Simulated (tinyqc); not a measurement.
Static screening by free carriers, step by step. Values are carried at full precision from step to step, so a last printed digit may differ when a step is redone from the rounded ones.

kF = (3 pi^2 n/Mv)^(1/3), EF = c kF^2/m with c = hbar^2/2m0, n in 1/angstrom^3 (1e-24 per 1/cm^3), e2 = e^2/(4 pi eps0). Thomas-Fermi: qTF^2 = 6 pi e2 n/(eps EF). Debye: qD^2 = 4 pi e2 n/(eps kB T).

Constants: hbar^2/2m0 = 3.80998211 eV angstrom^2; e^2/(4 pi eps0) = 14.39964547 eV angstrom; kB = 8.617333262e-05 eV/K; a0 (Bohr radius) = 0.5291772105 angstrom; hbar = 6.58211957e-16 eV s.

Inputs chosen for the exercise (near those of InAs; shifted at random, so the results belong to these values and not to a real crystal):
- n = 8.2e+17 1/cm^3 (carrier density)
- m = 0.026 m0 (mass of one isotropic valley)
- Mv = 1 (valleys)
- eps = 15.2 (background dielectric constant)
- T = 300 K
- q = 0.0848 1/angstrom (wave vector)
- aD = 263.2 angstrom (trial radius)
- NI = 2.5e+18 1/cm^3 (ionised impurities)

## Fermi and screening wave vectors

Also the effective Bohr radius aB = a0 eps/m and rs = (3/(4 pi n))^(1/3)/aB.

kF = 0.028956 1/angstrom
EF at 0 K = 122.9 meV
EF/kT = 4.75
qTF = 0.010917 1/angstrom
qD = 0.019432 1/angstrom
aB = 309.4 angstrom
rs = 0.214

The gas is partly degenerate; neither limit is exact, and the true screening wave vector lies below both.

## Screening at finite temperature

F_j(eta) = (1/Gamma(j + 1)) integral_0^infinity x^j dx/(1 + exp(x - eta)), which tends to exp(eta) for eta << 0.

At finite T: qs^2 = qD^2 F_-1/2(eta)/F_1/2(eta), where n = Mv N F_1/2(eta) and N = 2 (m kB T/(4 pi c))^(3/2) with c = hbar^2/2m0, in 1/angstrom^3; times 1e24 for 1/cm^3.

Solve for eta and form qs.

n/(Mv N) = 7.794
eta = 4.565
qs = 0.01068 1/angstrom
screening length 1/qs = 93.67 angstrom

qs is 0.549 of the Debye value and 0.978 of the Thomas-Fermi value.

## Lindhard function at one q

Lindhard at zero temperature: eps(q)/eps = 1 + (qTF/q)^2 L(x), x = q/(2 kF), L(x) = 1/2 + ((1 - x^2)/(4x)) ln|(1 + x)/(1 - x)|.

Compare with Thomas-Fermi, 1 + (qTF/q)^2.

x = 1.4643
L(x) = 0.1740
eps(q)/eps, Lindhard = 1.003
eps(q)/eps, Thomas-Fermi = 1.017

The carriers respond with 17 % of their long-wave strength at this q, beyond 2 kF, where no pair of states on the Fermi surface is joined by q.

## A donor in the screened potential

Donor in the screened potential -(e2/eps) exp(-qs r)/r with the trial function exp(-r/a): E(a) = c/(m a^2) - (e2/eps) 4/(a (2 + qs a)^2), e2 = e^2/(4 pi eps0), c = hbar^2/2m0; isotropic mass.

Evaluate both terms at a = aD.

kinetic term = 2.115 meV
potential term = -0.622 meV
E(aD) = 1.493 meV
unscreened level -m Ry/eps^2 (Ry = 13.60569312 eV) = -1.531 meV

This trial radius gives no binding, nor does any radius up to 3 aB.

## Ionised-impurity scattering at E = 3 kT

Brooks-Herring rate for an electron of energy E: 1/tau = NI (pi e2^2/(eps^2 hbar)) (sqrt(c/m)/E^(3/2)) Phi(b), with Phi = ln(1 + b) - b/(1 + b), b = (2k/qs)^2, k^2 = m E/c, NI in 1/angstrom^3.

e2 = e^2/(4 pi eps0), c = hbar^2/2m0; mobility estimate mu = tau/(m m0/e) with m0/e = 5.685630e-12 kg/C, times 1e4 for cm^2/(V s).

b = 18.57
Phi = 2.0252
1/tau = 1.22e+13 1/s
mu at this energy = 5.57e+03 cm^2/(V s)

b is well above 1, the regime that the Brooks-Herring formula is meant for; a true mobility averages tau over the distribution.

## Checks

- Scattering rate against the golden-rule integral over angles (1/s): both 1.216e+13.
- L(x) at x = 0.7 against the integral over the Fermi sphere: both 0.81595.

Program tinyqc; command `OMP_NUM_THREADS=1 python tinyqc.py 1681073 1681074 out.jsonl`; about 0.01 s on one thread of a shared Intel(R) Xeon(R) Processor @ 2.30GHz.
